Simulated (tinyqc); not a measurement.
Inside a calculation. Method: ROHF in the 3-21g basis, for H2-, spin multiplicity 2. The basis has no diffuse functions, so it cannot describe the extra electron: this is an exercise in the method, not the real anion. One step of it, computed by the program tinyqc.

Task: Orthogonalisation. S = U s U^T; symmetric (Loewdin) form X = U s^(-1/2) U^T, so that X^T S X = 1.

overlap S:
```
          1H 1s     1H 2s     2H 1s     2H 2s
1H 1s  1.000000  0.645899  0.073141  0.263379
1H 2s  0.645899  1.000000  0.263379  0.580726
2H 1s  0.073141  0.263379  1.000000  0.645899
2H 2s  0.263379  0.580726  0.645899  1.000000
```

Give: eigenvalues of S; X.

Result:

eigenvalues of S: 0.2140  0.3829  1.1321  2.2710

X:
```
         1H 1s    1H 2s    2H 1s    2H 2s
1H 1s   1.2404  -0.4839   0.0274   0.0252
1H 2s  -0.4839   1.4501   0.0252  -0.4383
2H 1s   0.0274   0.0252   1.2404  -0.4839
2H 2s   0.0252  -0.4383  -0.4839   1.4501
```
